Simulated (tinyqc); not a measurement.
# From total rise Delta T back to thickness d_1

Model: thermal boundary conductance by the acoustic and diffuse mismatch models. Computed by tinyqc, a small Python program. Command: `OMP_NUM_THREADS=1 python tinyqc.py 3000428 3000429 out.jsonl kapitza inv`. One thread of a shared host (Intel(R) Xeon(R) Processor @ 2.30GHz), about 0.02 s of CPU time with the checks.

Each side has one longitudinal and two transverse Debye branches, omega = v q up to q_D = (6 pi^2 n)^(1/3), with n counting all atoms. Scattering at the interface is elastic. Electrons are left out of G, also for metals. Melting is ignored. G refers to the temperatures of the phonons sent towards the interface. Linear branches over all atoms overstate G at high T, most for crystals with several atoms a cell.

Inputs (values chosen for the exercise, for two model solids):

| quantity | value | unit |
|---|---|---|
| density rho_1 | 10.3 | g/cm^3 |
| longitudinal velocity vL_1 | 14300 | m/s |
| transverse velocity vT_1 | 6530 | m/s |
| atom density n_1 | 39.1 | 1/nm^3 |
| conductivity kappa_1 | 151 | W/(m K) |
| density rho_2 | 14.1 | g/cm^3 |
| longitudinal velocity vL_2 | 4610 | m/s |
| transverse velocity vT_2 | 2590 | m/s |
| atom density n_2 | 65.4 | 1/nm^3 |
| conductivity kappa_2 | 279 | W/(m K) |
| temperature T | 500 | K |
| thickness d_2 | 53000 | nm |
| heat flux J | 22 | kW/cm^2 |

Structure: film on a substrate.

Constants: hbar = 1.054571817e-34 J s; k_B = 1.380649e-23 J/K.

Method:
- omega_c = v q_D for each branch, given as hbar omega_c/k_B; impedance Z = rho v.
- No mode conversion. t(theta) = 4 Z_1 Z_2 cos(theta_1) cos(theta_2)/N^2, with N = Z_2 cos(theta_1) + Z_1 cos(theta_2) for L (the form for pressure waves) and N = Z_1 cos(theta_1) + Z_2 cos(theta_2) for both T branches (the form for shear waves polarised along the interface); sin(theta_2) = (v_2/v_1) sin(theta_1), and t = 0 beyond the critical angle arcsin(v_1/v_2); the mean over the incoming flux is alpha = 2 int t sin(theta_1) cos(theta_1) d theta_1 (64 Gauss-Legendre points).
- G = (k_B^4 T^3/(8 pi^2 hbar^3)) int W(x) x^4 e^x/(e^x - 1)^2 dx, x = hbar omega/(k_B T). Acoustic mismatch: W = sum over the three branches of alpha(1 to 2)/v_1^2, each up to the lower of its two cut-offs. Diffuse mismatch: W = S_1 S_2/(S_1 + S_2), where S_i sums 1/v^2 over the branches of side i still below their cut-off. Radiation limit: W = min(S_1, S_2). The integral is split at the four cut-offs (64 Gauss-Legendre points a piece, x at most 45).
- Boundary resistance R = 1/G and Kapitza length kappa_2/G use the diffuse value.
- In series: Delta T = J (d_1/kappa_1 + R + d_2/kappa_2), with bulk conductivities in the layers and one-dimensional flow.

Question. A run gave the result below. Find the thickness d_1, known to lie between 320 and 570 nm.

total rise Delta T = 42.68097 K

Answer.

Each step takes the trial c = (a f_b - b f_a)/(f_b - f_a), f being the result less the target and a, b, c the logarithms of the listed values; c replaces end b, the old b replaces a if the sign of f changed, and otherwise f_a is halved.

Scan of the range:

| thickness d_1 (nm) | total rise Delta T (K) |
|---|---|
| 320 | 42.6301 |
| 352 | 42.6767 |
| 388 | 42.7292 |
| 427 | 42.7860 |
| 470 | 42.8487 |
| 518 | 42.9186 |
| 570 | 42.9944 |

False position (Illinois rule, in the logarithm of the input) inside the bracket:

| step | end a | end b | trial | total rise Delta T (K) |
|---|---|---|---|---|
| 1 | 352.000 | 388.000 | 354.770 | 42.6808 |
| 2 | 388.000 | 354.770 | 354.892 | 42.6810 |
| 3 | 388.000 | 354.892 | 354.903 | 42.6810 |
| 4 | 354.892 | 354.903 | 354.898 | 42.6810 |

Total rise Delta T rises at every point of a 13-point scan of the range (every second point is shown), so one value fits; it is bracketed by 352 and 388. The scan shows a straight line, so linear interpolation between any two rows gives the answer at once. Answer: thickness d_1 = 354.9 nm.

Caution: at this temperature short waves carry the heat; linear branches up to q_D overstate their velocity, and inelastic processes, left out here, grow with T. Caution: R from emitted-phonon temperatures is too large for use in series with Fourier layers, by up to a factor of about 2.
